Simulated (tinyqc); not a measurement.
Heisenberg spin cluster by exact diagonalisation: multiplets, susceptibility, level crossings. Changing the field B. Computed by tinyqc, a small Python program. Command: `OMP_NUM_THREADS=1 python tinyqc.py 3024027 3024028 out.jsonl spincl sweep`. One thread of a shared host (Intel(R) Xeon(R) Processor @ 2.30GHz), about 0.01 s of CPU time with the checks.

H = J1 sum S_i.S_j over the bonds 1-2 - g mu_B B S_z; J > 0 is antiferromagnetic.

Inputs (values chosen for the exercise, for a model cluster): exchange J1 = 2.5 meV; g factor = 2.12; temperature T = 14 K.

Cluster: dimer. Spin s of each site: 1.5.

Constants: k_B = 8.617333262e-05 eV/K; mu_B = 5.7883818060e-05 eV/T.

Method. Every multiplet has one member in the block S_z = 0; diagonalise it and read the total spin from <S^2> = S (S + 1). Each multiplet splits as E - g mu_B B m; <S_z> is the Boltzmann mean. The first level crossing is at the smallest (E_S - E_0)/(g mu_B (S - S_0)) over higher spins (0 if the ground state has the highest spin).

One run for each value:
```
field B (T)  <S_z>  first crossing field (T)
1.2          0.024                     20.37
2.1          0.042                     20.37
3.6          0.073                     20.37
6.2          0.128                     20.37
10.0         0.219                     20.37
18.0         0.462                     20.37
30.0         0.964                     20.37
52.0         2.025                     20.37
88.0         2.938                     20.37
150.0        3.000                     20.37
```

Describe and explain the trends.

Over the rows, <S_z> rises from 0.0239 to 3.00 (exponent d ln y / d ln x 1.0 between the first rows and 0.039 between the last). At small field <S_z> is linear in B; any level crossing is rounded over k_B T/(g mu_B) = 9.8 T.

Extremes, crossings and ranges named in words are read from the listed rows.
